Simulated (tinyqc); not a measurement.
Charge pumping in an n-channel transistor: one step of the calculation.

The gate is pulsed from accumulation to inversion and back. Energies E are counted from the intrinsic level; Dit(E) = D0 [1 + b (2 E/Eg)^2]. During each edge the traps near the bands emit their carriers, and those between Eh and Ee recombine once a cycle.

Task. Emission levels. ni = sqrt(Nc Nv) exp(-Eg/(2 Vt)), Eg in volts; emission times te = (dV/Va) tf and th = (dV/Va) tr; Ee = -Vt ln(vth sn ni te), Eh = +Vt ln(vth sp ni th).

Inputs (values chosen for the exercise); band and dielectric values close to those of silicon: temperature T = 300 K; band gap Eg = 1.11 eV; conduction-band density of states at 300 K Nc = 2.83e19 cm^-3; valence-band density of states at 300 K Nv = 2.6e19 cm^-3; cross-section for electrons sn = 2e-15 cm^2; cross-section for holes sp = 6.8e-16 cm^2; thermal velocity at 300 K, one nominal value for electrons and holes vth = 1.8e7 cm/s; Vth - Vfb dV = 0.72 V; pulse height Va = 2.3 V; rise time tr = 300 ns; fall time tf = 610 ns.

Constants: q = 1.602176634e-19 C, kB = 1.380649e-23 J/K, Vt = kB T/q. Results are converted to the units shown.

Wanted: ni; te; th; Ee; Eh.

Result.

ni = 1.288e10 cm^-3
te = 191.0 ns
th = 93.91 ns
Ee = 0.2413 eV
Eh = -0.2875 eV

The window covers 47.6 % of the gap.

Range of the model: The Fermi levels of inversion and accumulation are taken to lie beyond Ee and Eh, the flat tops to fill all traps, and no geometric current is added.

tinyqc, about 0.01 s, one thread, Intel Xeon 2.30GHz (shared host): `OMP_NUM_THREADS=1 python tinyqc.py 2030120 2030121 out.jsonl`
